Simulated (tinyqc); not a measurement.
Polytypes and stacking faults of a tetrahedral semiconductor in an axial Ising model with couplings up to third neighbours: one step, computed by the program tinyqc. Command: `OMP_NUM_THREADS=1 python tinyqc.py 3007457 3007458 out.jsonl polytype walk`. One thread of a shared host (Intel(R) Xeon(R) Processor @ 2.30GHz), about 0.01 s of CPU time with the checks.

Each double layer has s = +1 or -1 for the sense of its stacking step; E per pair of atoms = E0 - sum_n J_n <s_i s_(i+n)>, n = 1, 2, 3. Hexagonality h = (1 - <s_i s_(i+1)>)/2.

Problem. Stacking-fault energies. Faults in 6H: the sequences single Shockley (42) (++++--), Frank-type (32) (+++--), Frank-type (43) (++++---) are put between perfect repeats; k_n = (layers x C_n of the host) - sum_i s_i s_(i+n). gamma = sum k_n J_n/A, A = (sqrt 3/2) a^2; 1 meV/angstrom^2 = 16.02177 mJ/m^2.

Inputs (values chosen for the exercise, of the order of those of SiC for J, a, G and the gaps):
```
quantity,value,unit
J1,2.36,meV/pair
J2,-3.61,meV/pair
J3,-0.24,meV/pair
basal lattice constant a,3.08,angstrom
```

Host polytype: 6H.

fault coefficients k_n:
```
,J1,J2,J3
single Shockley (42),0.000000,0.000000,-4.000000
Frank-type (32),0.666667,1.333333,-2.000000
Frank-type (43),-0.666667,-1.333333,-2.000000
```

Constants: 1 eV/angstrom^2 = 16.02176634 J/m^2.

Give: gamma; energy of the glide fault, single Shockley (42).

Solution.

gamma (mJ/m^2): single Shockley (42) 1.872, Frank-type (32) -5.383, Frank-type (43) 7.255

energy of the glide fault, single Shockley (42) = 1.872 mJ/m^2

The cheapest is the Frank-type (32) fault, with a negative energy: the host is not the ground state of this model against it.
